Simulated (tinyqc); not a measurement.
Thickness and doping from the maximum and minimum capacitance.

Question. A MOS capacitor has Cmax = Cox = eps0 eox/tox and 1/Cmin = 1/Cox + Wm/(eps0 eps_r), with Wm = sqrt(4 eps0 eps_r Vt ln(N/ni)/(q N)) and N well above ni. Find tox, Wm and N.

Inputs (values chosen for the exercise); band and dielectric values close to those of silicon:
```
symbol  value  unit                                                                 meaning
T         325     K                                                             temperature
eps_r    11.6                                                         relative permittivity
eox       3.9        relative permittivity of the gate insulator (close to silicon dioxide)
```

Constants: q = 1.602176634e-19 C, kB = 1.380649e-23 J/K, Vt = kB T/q, eps0 = 8.8541878128e-14 F/cm where lengths are in cm. Results are converted to the units shown.

Cmax = 1.2789382 uF/cm^2
Cmin = 0.14672511 uF/cm^2
ni = 5.3394027e10 cm^-3

Solution. Cmax gives tox and the series difference Wm. N follows by iterating N = 4 eps0 eps_r Vt ln(N/ni)/(q Wm^2); ln(N/ni)/N falls steadily for N > e ni, so there is one root in that range.

tox = 2.70 nm
Wm = 62.0 nm
N = 2.90e17 cm^-3

Computed by the program tinyqc: `OMP_NUM_THREADS=1 python tinyqc.py 2060069 2060070 out.jsonl`, one thread of a shared Intel Xeon 2.30GHz, about 0.01 s for the whole run.
